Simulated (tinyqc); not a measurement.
# Changing the base width W

Model: minority-electron transport through the base of a bipolar transistor (Moll-Ross and Kroemer integrals). Computed by tinyqc, a small Python program. Command: `OMP_NUM_THREADS=1 python tinyqc.py 3016833 3016834 out.jsonl base sweep`. One thread of a shared host (Intel(R) Xeon(R) Processor @ 2.30GHz), about 0.01 s of CPU time with the checks.

Low injection, one dimension, x from the emitter edge (0) to the collector edge (W), s = x/W. Recombination is treated as a small correction (valid for tau_B well below tau_n), computed from the stored charge.

Inputs (values chosen for the exercise, modelled on InP):
```
quantity                                     value        unit
intrinsic density n_i at the emitter edge  1.4e+07      1/cm^3
base doping at the emitter edge N_0        3.3e+19      1/cm^3
mu_min                                         770  cm^2/(V s)
mu_max                                        4680  cm^2/(V s)
N_ref                                      2.3e+17      1/cm^3
saturation velocity v_s                       0.81    1e7 cm/s
electron lifetime tau_n                        3.3          ns
emitter Gummel number G_E                  4.2e+12      s/cm^4
base-emitter voltage V_BE                     0.89           V
temperature T                                  300           K
doping ratio N_0/N(W)                           80           -
gap narrowing across the base dE_g              26         meV
```

Base doping profile: exponential. Gap grading: linear. Exit of the base: saturation velocity.

Constants: k_B = 8.617333262e-05 eV/K; e = 1.602176634e-19 C.

Method:
- N(x) = N_0 (ratio)^(-s); n_i(x)^2 = n_i^2 exp(s dE_g/k_B T); D(x) = (k_B T/e) mu, mu = mu_min + (mu_max - mu_min)/(1 + (N/N_ref)^0.7).
- With y(x) = N n_i^2/(D n_i(x)^2): base Gummel number G_B = int_0^W y dx + N(W) n_i^2/(v_s n_i(W)^2); J_C = e n_i^2 exp(e V_BE/k_B T)/G_B; n(x) = (J_C/e)(n_i(x)^2/(N n_i^2)) [int_x^W y dx + the same exit term]; transit time tau_B = (e/J_C) int n dx; trapezoid rule on 401 even points.
- Emitter-limited gain beta_E = G_E/G_B; recombination-limited gain beta_R = tau_n/tau_B; 1/beta = 1/beta_E + 1/beta_R; f_T from the base alone = 1/(2 pi tau_B).

One run for each value; columns: (1) base width W (nm); (2) base transit time tau_B (ps); (3) current gain beta; (4) f_T from the base alone (GHz); (5) mean velocity W/tau_B (1e7 cm/s); (6) share of the exit term in G_B (%):
```
(1)          (2)     (3)         (4)     (5)     (6)
10    2.7112e-02  16.205  5.8702e+03  3.6884  7.1880
18    5.4997e-02   9.299  2.8939e+03  3.2729  4.1251
32    1.1705e-01   5.327  1.3598e+03  2.7340  2.3630
56    2.6265e-01   3.075  6.0595e+02  2.1321  1.3641
100   6.5832e-01   1.732  2.4176e+02  1.5190  0.7685
180   1.8045e+00   0.965  8.8199e+01  0.9975  0.4284
320   5.1354e+00   0.544  3.0992e+01  0.6231  0.2414
560   1.4769e+01   0.311  1.0776e+01  0.3792  0.1381
1000  4.5303e+01   0.174  3.5131e+00  0.2207  0.0774
```

What does the table show, and why?

Over the rows, base transit time tau_B (ps) rises from 0.0271 to 45.3 (exponent d ln y / d ln x 1.2 between the first rows and 1.9 between the last); current gain beta falls from 16.2 to 0.174 (exponent d ln y / d ln x -0.94 between the first rows and -1.0 between the last); f_T from the base alone (GHz) falls from 5870 to 3.51 (exponent d ln y / d ln x -1.2 between the first rows and -1.9 between the last). At the high end the exponent of base transit time tau_B is 1.93, close to 2: diffusion, or drift in a field proportional to 1/W. The exponent of current gain beta stays between -1.00 and -0.94, near -1: emitter-limited gain, or recombination with a transit time limited by the exit velocity.

Caution (rows 10.0, 18.0, 32.0, 56.0, 100, 180): the mean velocity exceeds v_s, so drift-diffusion with a low-field mobility overstates the speed. Caution (rows 10.0, 18.0): the base is only a few mean free paths wide, so transport is partly ballistic. Caution (rows 180, 320, 560, 1000): a current gain below 1 is far from a working transistor: the base is too heavily doped or too wide for this emitter and lifetime.
